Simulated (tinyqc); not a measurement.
Shrinking the pitch: stress in a transistor channel from embedded alloy regions, liners and fins, by half-space elasticity. Computed by tinyqc, a small Python program. Command: `OMP_NUM_THREADS=1 python tinyqc.py 3026974 3026975 out.jsonl stressor walk`. One thread of a shared host (Intel(R) Xeon(R) Processor @ 2.30GHz), about 0.01 s of CPU time with the checks.

Plane strain in an isotropic half-space, the same constants everywhere; x along the channel from its centre, y downwards from the free surface; stress is positive in tension.

Inputs (values chosen for the exercise, modelled on silicon): alloy fraction x = 0.011; lattice change per unit x, beta = -0.455; Young's modulus E = 162 GPa; Poisson ratio nu = 0.21; channel length L = 92 nm; length of each stressor S = 145 nm; recess depth d = 40 nm; depth of the field point y = 2.6 nm.

Stressor: Si(1-x)C(x) source and drain.

Method:
- Misfit e = beta x. A fully constrained inclusion holds the stress -p with p = E e/(1 - 2 nu); a blanket film would hold -E e/(1 - nu) in the plane.
- A line element dA of misfit at (a, c) in the half-space gives, with C = E e/(2 pi (1 - nu)), X = x - a, r1^2 = X^2 + (y - c)^2, r2^2 = X^2 + Y^2, Y = y + c: s_xx = -C dA {[X^2 - (y - c)^2]/r1^4 + 3 [X^2 - Y^2]/r2^4 + 4 y Y (Y^2 - 3 X^2)/r2^6}, s_yy = C dA {[X^2 - (y - c)^2]/r1^4 - [X^2 - Y^2]/r2^4 + 4 y Y (Y^2 - 3 X^2)/r2^6}. These are integrated over two rectangles, L/2 < |a| < L/2 + S, 0 < c < d (closed form in a, 200 Gauss-Legendre points in c).
- L and S are scaled together at fixed d, then S alone, then L alone.

misfit e = -0.005005

S_xx at the centre (MPa):
```
scale  L and S scaled  S alone  L alone
0.35           681.48   394.74   1054.8
0.50           745.10   479.21    953.3
0.70           722.68   557.07    811.2
1.00           632.42   632.42    632.4
1.40           516.58   693.60    464.3
2.00           393.22   746.68    311.4
3.00           275.50   792.99    183.3
```

Halving S alone keeps 0.76 of the stress, halving L alone gives 1.51, and halving both 1.18: a shorter channel brings the walls closer, a shorter stressor brings its far wall, which pulls the other way, closer too. Neighbouring devices are left out.
